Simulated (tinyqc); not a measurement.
Depletion-mode phase shifter in a rib waveguide and its Mach-Zehnder modulator: two steps of the calculation.

A lateral p-n junction at x0 in a waveguide whose mode intensity is a Gaussian of rms width s about x = 0; p side at smaller x. Reverse bias removes carriers and raises the index. Abrupt junction, doping uniform over the whole mode, lumped electrode (no travelling-wave effects).

Values chosen for this exercise; values close to those of silicon near 1550 nm: wavelength lam = 1550 nm; relative permittivity of the semiconductor eps_r = 11.7; acceptor density Na = 1.1e18 cm^-3; donor density Nd = 2.1e17 cm^-3; vertical confinement times ng/n G = 0.94; rib height hr = 310 nm; fringe capacitance Cf = 51 pF/m; series resistance Rs = 9.4 ohm mm; reverse bias V = 4 V; passive loss a0 = 1 dB/cm.

Constants: eps0 = 8.8541878128e-14 F/cm where lengths are in cm. Results are converted to the units shown.

Problem 1. Index and absorption of the doped regions. Free-carrier changes (empirical, N and P in cm^-3): |dn| = 8.5e-18 P^0.8 for holes, 8.8e-22 N for electrons; absorption 6e-18 P and 8.5e-18 N in 1/cm.

Find: dn_h; dn_e; a_h; a_e.

Solution 1.

dn_h = 0.002304
dn_e = 1.848e-4
a_h = 6.600 1/cm
a_e = 1.785 1/cm

Index change per unit absorption: holes 3.49 um, electrons 1.04 um, a ratio of 3.37.

Problem 2. Index shift, efficiency, loss and bandwidth. dneff = G {dn_h [F(xp(0)) - F(xp(V))] + dn_e [F(xn(V)) - F(xn(0))]}; VpiL = lam V/(2 dneff); loss = a0 + 4.343 G {a_h F(xp) + a_e [1 - F(xn)]} dB/cm at V; C = eps0 eps_r hr/W + Cf; fRC = 1/(2 pi Rs C).

F, edge xp(0) to xn(V): 0.7233041526  0.8876525981  0.6768082762  0.9722846250
W at 0 and at V (nm): 80.78891173  189.3700022
dn_h = 0.002304268452
dn_e = 0.0001848
a_h = 6.6 1/cm
a_e = 1.785 1/cm

Wanted: dneff; VpiL; loss; C; fRC.

Solution 2.

dneff = 1.154e-4
VpiL = 2.686 V cm
loss = 19.44 dB/cm
C = 220.6 pF/m
fRC = 76.76 GHz

The product VpiL x loss is 52.2 V dB.

Numbers from tinyqc (`OMP_NUM_THREADS=1 python tinyqc.py 2650010 2650011 out.jsonl`; about 0.01 s on one thread of a shared Intel Xeon 2.30GHz).
